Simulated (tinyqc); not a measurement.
The best anneal temperature for the time t: solubility, supersaturation, precipitation and gettering of an impurity in a silicon-like host. Computed by tinyqc, a small Python program. Command: `OMP_NUM_THREADS=1 python tinyqc.py 3021744 3021745 out.jsonl ripen walk`. One thread of a shared host (Intel(R) Xeon(R) Processor @ 2.30GHz), about 0.01 s of CPU time with the checks.

The wafer was saturated at T1 and is then held at T.

Inputs (values chosen for the exercise, for a model impurity):

| quantity | value | unit |
|---|---|---|
| site density N0 | 5e+22 | 1/cm^3 |
| enthalpy of solution H | 2.71 | eV |
| entropy of solution S | 4.8 | k_B |
| diffusion prefactor D0 | 0.00064 | cm^2/s |
| migration energy Q | 0.773 | eV |
| temperature of saturation T1 | 1225 | K |
| anneal temperature T | 1020 | K |
| sink density n | 4.6e+09 | 1/cm^3 |
| initial sink radius r0 | 3.5 | nm |
| impurity density in the precipitate C_p | 2.6e+22 | 1/cm^3 |
| interface energy gamma | 0.75 | J/m^2 |
| anneal time t | 3600 | s |

Constants: k_B = 8.617333262e-05 eV/K; k_B = 1.380649e-23 J/K.

Method:
- C_eq(T) = N0 exp(S/k_B - H/(k_B T)); D(T) = D0 exp(-Q/(k_B T)); C0 = C_eq(T1). Supersaturation s = C0/C_eq(T); critical radius r* = 2 gamma/(C_p k_B T ln s); barrier W* = (4 pi/3) gamma r*^2. Strain energy is left out.
- r_f = [r0^3 + 3 (C0 - C_eq)/(4 pi n C_p)]^(1/3), tau_f = 1/(4 pi n r_f D).
- Growing sinks: with y = r/r_f and y0 = r0/r_f, dy/dt = (1 - y^3)/(3 tau_f y), which integrates to t/tau_f = F(y) - F(y0), F(y) = (1/2) ln[(1 + y + y^2)/(1 - y)^2] - sqrt(3) arctan[(2y + 1)/sqrt(3)]; the share of the excess left is (1 - y^3)/(1 - y0^3), and C(t) = C_eq + (C0 - C_eq) x share.

C0 = 4.30884e+13 1/cm^3

Dissolved share after t:

| T (K) | C_eq/C0 | tau_f (s) | C(t)/C0 |
|---|---|---|---|
| 551 | 2.3011e-14 | 6.2918e+05 | 0.99604 |
| 637 | 5.1099e-11 | 6.9860e+04 | 0.96452 |
| 735 | 3.6913e-08 | 1.0685e+04 | 0.77914 |
| 833 | 5.6664e-06 | 2.5423e+03 | 0.30540 |
| 931 | 3.0143e-04 | 8.1839e+02 | 0.01688 |
| 1029 | 7.5221e-03 | 3.2744e+02 | 0.00754 |
| 1115 | 7.9447e-02 | 1.6994e+02 | 0.07945 |
| 1176 | 3.4312e-01 | 1.1990e+02 | 0.34312 |

The lowest dissolved share among these rows is 0.0075 at 1029 K. Above it solubility sets the floor; below it diffusion is too slow for this time. Solubility falls with H = 2.71 eV and diffusion with Q = 0.773 eV.

Extremes, crossings and ranges named in words are read from the listed rows.
